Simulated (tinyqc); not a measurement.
One rectangular barrier with mass mismatch, transfer matrices: one step of the calculation.

One electron of energy E comes from the left lead (band edge 0); no transverse momentum. Parabolic bands, masses in units of m0, C = hbar^2/(2 m0); psi and psi'/m are continuous at every interface. The right lead equals the left one.

Question. Transmission and reflection. The matrix M carries (psi, psi'/m) across the stack, and v = k/m in each lead. psi = 1 + r at the left edge (incident amplitude 1) and t at the right edge. With det M = 1, a = i vR M11 - M21 and b = -vL vR M12 - i vL M22: t = 2 i vL/(a - b), r = -(a + b)/(a - b), T(E) = (vR/vL) |t|^2, R(E) = |r|^2.

M of layer 1:
```
             1            2
1  -0.45932692   0.15327564
2   -5.1477116  -0.45932692
```

vL = 12.023041 1/nm
vR = 12.023041 1/nm

Give: t; r; T(E); R(E).

Answer.

t = -0.30615+0.75683i
r = 0.53534+0.21655i
T(E) = 0.66652
R(E) = 0.33348

T(E) + R(E) = 1: the current is conserved.

Numbers from tinyqc (`OMP_NUM_THREADS=1 python tinyqc.py 2560003 2560004 out.jsonl`; about 0.01 s on one thread of a shared Intel Xeon 2.30GHz).
